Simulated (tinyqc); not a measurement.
Superjunction drift layer against a plain one, charge balance: one step of the calculation.

Alternating n and p pillars of equal width wp, doping N and length Lp. When depleted, the lateral field peaks at Ex = q N wp/(2 eps0 eps_r) at the pillar junctions and a uniform vertical field Ey is added; breakdown is taken where Ex^2 + Ey^2 = Ef^2. Only the n pillars conduct, narrowed by the zero-bias depletion. A first-order model: the field peaks at the pillar ends are left out.

Question. Doping of the plain drift layer. Ec(N) = E16 (N/1e16 cm^-3)^(1/8); N(new) = eps0 eps_r Ec(N)^2/(2 q BV).

Parameters, values chosen for the exercise; values close to those of 4H silicon carbide:
- eps_r = 9.33 (relative permittivity of the semiconductor)
- E16 = 2.51 MV/cm (critical field at a doping of 1e16 cm^-3)
- BV = 5700 V (wanted breakdown voltage)

Constants: q = 1.602176634e-19 C, eps0 = 8.8541878128e-14 F/cm where lengths are in cm. Results are converted to the units shown.

N at the start = 1e15 cm^-3

Find: Ec; N after iteration 1.

Answer.

Ec = 1.8822 MV/cm
N after iteration 1 = 1.6024e15 cm^-3

Numbers from tinyqc (`OMP_NUM_THREADS=1 python tinyqc.py 2590025 2590026 out.jsonl`; about 0.01 s on one thread of a shared Intel Xeon 2.30GHz).
